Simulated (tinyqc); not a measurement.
Inside a calculation. Model: X-ray photoelectron analysis of a thin oxide on a semiconductor: attenuation lengths, thickness, angle series and band offsets. Computed by tinyqc, a small Python program that keeps every step. Command: `OMP_NUM_THREADS=1 python tinyqc.py 3110641 3110642 out.jsonl xps walk`. One thread of a shared host (Intel(R) Xeon(R) Processor @ 2.30GHz), about 0.01 s of CPU time with the checks. Intermediate numbers are printed to about 6 digits and carried at full precision; extremes and crossings named in words are read from the listed rows.

The same element is seen in the oxide and in the substrate, at nearly the same kinetic energy; films are flat and uniform, and the work function is ignored.

Inputs (values chosen for the exercise, modelled on SiO2 on 4H-SiC):
```
quantity                                           value     unit
photon energy                                     1253.6       eV
binding energy of the core level                   100.5       eV
oxide density                                       2.21   g/cm^3
oxide formula mass                                 60.08    g/mol
valence electrons per oxide formula                   16        -
oxide gap                                           8.86       eV
substrate density                                   3.21   g/cm^3
substrate formula mass                              40.1    g/mol
valence electrons per substrate formula                8        -
substrate gap                                       3.26       eV
oxide thickness d                                    1.2       nm
emission angle from the normal                        30  degrees
attenuation length over inelastic mean free path     0.9        -
carbon overlayer                                   0.098       nm
counts in the two peaks together                   50000        -
valence band offset used to make the data           2.85       eV
core level less valence band top, substrate        98.91       eV
core level less valence band top, thick oxide      98.47       eV
field in the oxide                                   1.2    MV/cm
```

## Inelastic mean free paths

TPP-2M: lambda = E/(E_p^2 [b ln(c E) - C/E + D/E^2]) in angstrom, E_p = 28.8 sqrt(N_v rho/M), b = -0.10 + 0.944/sqrt(E_p^2 + E_g^2) + 0.069 rho^0.1, c = 0.191/sqrt(rho), U = N_v rho/M, C = 1.97 - 0.91 U, D = 53.4 - 20.8 U, with E = photon energy less binding energy in eV. Attenuation length L = factor x lambda.

kinetic energy E = 1153.1 eV

Terms:
```
layer      E_p (eV)          b         c  lambda (nm)
oxide       22.0945  0.0143504  0.128481      3.34985
substrate   23.0472  0.0180911  0.106606      2.52796
```

L in the oxide = 3.01487 nm

L in the substrate = 2.27516 nm

## Peak ratio

R_0 = (rho_o/M_o) L_o/((rho_s/M_s) L_s); peak ratio R = I_ox/I_sub = R_0 [exp(d/(L_o cos theta)) - 1]; hence d = L_o cos theta ln(1 + R/R_0). A carbon layer weakens both peaks alike, by exp(-d_C/(L_o cos theta)) if its L is taken equal to L_o. This R_0 leaves out intrinsic losses from the substrate peak, so calibrated values can be larger.

R_0 = 0.608917

d/(L_o cos theta) = 0.459602

ratio R = 0.355269

oxide share of the counts = 0.262139

attenuation by carbon = 0.963161

depth 3 L_o cos theta = 7.83286 nm

## Error budget of the thickness

With x = d/(L_o cos theta): d ln d/d ln R = (1 - exp(-x))/x = -d ln d/d ln R_0; counting error of R = 1/sqrt(N f (1 - f)), f the oxide share, which times the sensitivity gives that of d; an angle error adds tan(theta) d theta; d is proportional to L_o at fixed R_0. Assumed errors: 5 % in R_0, 1 degree, 5 % in L_o.

sensitivity to R = 0.801705

counting error of d = 0.815223 %

R_0 = 4.00852 %

angle = 1.00767 %

L_o = 5 %

The attenuation length is the largest of these terms.

## Angle series: uniform film or islands?

Islands: half of the surface carries 2 d and half none, R = R_0 (1/2)(1 - t)/(1/2 + t/2) with t = exp(-2 d/(L_o cos theta)); the apparent thickness is read with the uniform formula.

Against the angle:
```
theta (degrees)  R, uniform  R, islands  apparent d, islands (nm)
0                   0.29769    0.230329                  0.967235
20                  0.32115    0.243527                  0.953112
35                  0.38096    0.274595                  0.919257
45                  0.46019    0.310622                  0.878723
55                  0.60988    0.365658                  0.813305
65                  0.95273    0.448195                  0.702834
75                  2.22535    0.555186                  0.505657
```

A uniform film gives d = 1.2 nm at every angle. The island film of the same volume reads 0.967 nm at normal emission and 0.506 nm at 75 degrees; its ratio cannot pass R_0, since the bare half always shows the substrate.

## Band offsets by core levels

Valence band offset = (E_core - E_v)(substrate) - (E_core - E_v)(oxide) + (core level separation at the interface, oxide less substrate). The separation is made here from the given offset; a uniform field F that raises the binding energy towards the surface shifts the oxide peak by e F <z>, <z> = d/(1 - exp(-x)) - d/x, x = d/(L_o cos theta), being the mean distance from the interface. Conduction band offset = oxide gap - substrate gap - valence band offset.

separation without field = 2.41 eV

<z> = 0.645799 nm

separation with field = 2.48750 eV

apparent valence band offset = 2.92750 eV

true conduction band offset = 2.75 eV

apparent conduction band offset = 2.67250 eV

The field biases both offsets by 0.077 eV, in opposite directions.

Checks made by the program: thickness recovered (relative difference below 1e-10).
